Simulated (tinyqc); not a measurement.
# Thin-body transistor below threshold, two-dimensional Poisson equation on a small mesh: what changes with what

A thin body on a thick buried insulator of low permittivity, taken as carrying no normal field at the bottom of the body (row 0). Mobile charge is neglected (subthreshold), the body is fully depleted, and potentials are counted from the intrinsic level; rows run upward to the gate, columns from source to drain.

Inputs (values chosen for the exercise); semiconductor permittivity close to that of silicon:

| symbol | value | unit | meaning |
|---|---|---|---|
| T | 400 | K | temperature |
| eps_r | 11.6 |  | relative permittivity of the semiconductor |
| eox | 25 |  | relative permittivity of the insulator |
| tb | 4 | nm | body thickness |
| tox | 6.8 | nm | insulator thickness |
| L | 38 | nm | channel length |
| Na | 0 | cm^-3 | acceptor density of the depleted body |
| Vbi | 0.55 | V | potential of the source |
| Vfb | -0.09 | V | gate offset |
| Vg | 0.05 | V | gate voltage |
| Vd | 0.5 | V | drain voltage |

Constants: q = 1.602176634e-19 C, kB = 1.380649e-23 J/K, Vt = kB T/q, eps0 = 8.8541878128e-14 F/cm where lengths are in cm. Results are converted to the units shown.

Each table varies one quantity; the others keep the values above.

## Effect of the channel length

Mesh: rows i = 0..12 in the semiconductor (step hs = tb/12, row 12 on the interface), then 8 step(s) ho = tox/8 up to the gate row 20; columns j = 0..80 (step hy = L/80). Box integration, divided by eps0: up_i = eps hy/h of the interval above row i, dn_i = that of the interval below (0 for row 0), lat_i = (sum of eps h/2 over the intervals above and below)/hy, s_i = -q Na w_i hy/eps0 with w_i the semiconductor height of the box (hs/2 for row 0 and the interface row, hs between, 0 in the insulator). Each free node obeys (up + dn + 2 lat) psi = up psi(above) + dn psi(below) + lat [psi(left) + psi(right)] + s. Fixed values: gate row Vg - Vfb; column 0 at Vbi and the last column at Vbi + Vd in the semiconductor, each running linearly to Vg - Vfb across the insulator. The system is solved directly. On row 0 the minimum of psi and its place come from a parabola through the three lowest nodes; barrier = Vbi - minimum, swing = Vt ln 10/(d psi/dVg), DIBL = (d psi/dVd)/(d psi/dVg) there. Lambda = pi/k with k the smallest positive root of tan(k tox) tan(k tb) = eox/eps_r.

Effect of the channel length:

| L (nm) | L/Lambda | barrier (V) | place y/L | swing (mV/decade) | DIBL (mV/V) |
|---|---|---|---|---|---|
| 16 | 0.8957 | 0.1017 | 0.3287 | 187.2 | 340.2 |
| 20 | 1.120 | 0.1824 | 0.3758 | 135.1 | 199.1 |
| 24 | 1.343 | 0.2461 | 0.4011 | 112.3 | 123.6 |
| 29 | 1.623 | 0.3029 | 0.4202 | 98.03 | 71.78 |
| 35 | 1.959 | 0.3463 | 0.4347 | 89.46 | 39.25 |
| 42 | 2.351 | 0.3755 | 0.4458 | 84.53 | 20.18 |
| 51 | 2.855 | 0.3943 | 0.4554 | 81.64 | 8.867 |
| 63 | 3.527 | 0.4045 | 0.4639 | 80.15 | 3.042 |

What does the table show?

As L goes from 16 to 63 nm, the barrier rises from 0.102 to 0.405 V, the swing falls from 187 to 80.1 mV a decade and DIBL falls from 340 to 3.04 mV/V; the ideal swing is 79.4. L/Lambda goes from 0.90 to 3.5. Between the last two rows DIBL decays with a length of 11.2 nm; 2 Lambda/pi is 11.4 nm. For L = 16 to 20 nm the barrier is under 6 Vt, so mobile charge, neglected here, begins to count. In every row the body is under 5 nm thick, where quantum confinement matters.

## Effect of the insulator thickness

Same model as above.

Results:

| tox (nm) | L/Lambda | barrier (V) | place y/L | swing (mV/decade) | DIBL (mV/V) |
|---|---|---|---|---|---|
| 2.7 | 3.464 | 0.4029 | 0.4633 | 80.38 | 3.949 |
| 3.8 | 3.016 | 0.3961 | 0.4578 | 81.37 | 7.827 |
| 7.1 | 2.062 | 0.3564 | 0.4381 | 87.69 | 32.44 |
| 9.9 | 1.596 | 0.3083 | 0.4195 | 96.86 | 67.43 |
| 14 | 1.192 | 0.2349 | 0.3900 | 115.7 | 135.0 |

Estimate the missing row, tox = 5.2 nm.

Computed row:

| tox (nm) | L/Lambda | barrier (V) | place y/L | swing (mV/decade) | DIBL (mV/V) |
|---|---|---|---|---|---|
| 5.2 | 2.542 | 0.3825 | 0.4498 | 83.42 | 15.85 |

With this row back in the table: As tox goes from 2.7 to 14 nm, the barrier falls from 0.403 to 0.235 V, the swing rises from 80.4 to 116 mV a decade and DIBL rises from 3.95 to 135 mV/V; the ideal swing is 79.4. L/Lambda goes from 3.5 to 1.2. In every row the body is under 5 nm thick, where quantum confinement matters.

## Choice of the relaxation factor

Mesh: rows i = 0..1 in the semiconductor (step hs = tb/1, row 1 on the interface), then 1 step(s) ho = tox/1 up to the gate row 2; columns j = 0..4 (step hy = L/4). Sweeps go row by row from row 0, left to right, psi(new) = psi + omega (t - psi) with t the value that solves the node equation for the newest neighbours; free nodes start at zero; stop when the largest change is below 1e-7 V.

Results:

| omega | sweeps |
|---|---|
| 1 | 21 |
| 1.1 | 16 |
| 1.3 | 15 |
| 1.4 | 18 |
| 1.5 | 25 |
| 1.6 | 32 |
| 1.7 | 46 |
| 1.8 | 71 |
| 1.9 | 147 |

Estimate the missing row, omega = 1.2.

Computed row:

| omega | sweeps |
|---|---|
| 1.2 | 12 |

With this row back in the table: Gauss-Seidel (omega = 1) takes 21 sweeps; the fewest, 12, are at omega = 1.2, and omega = 1.9 takes 147. The Jacobi matrix of this mesh has spectral radius rho = 0.6732, so theory puts the best factor at 2/(1 + sqrt(1 - rho^2)) = 1.15.

Numbers from tinyqc (`OMP_NUM_THREADS=1 python tinyqc.py 2480014 2480015 out.jsonl`; about 0.09 s on one thread of a shared Intel Xeon 2.30GHz).
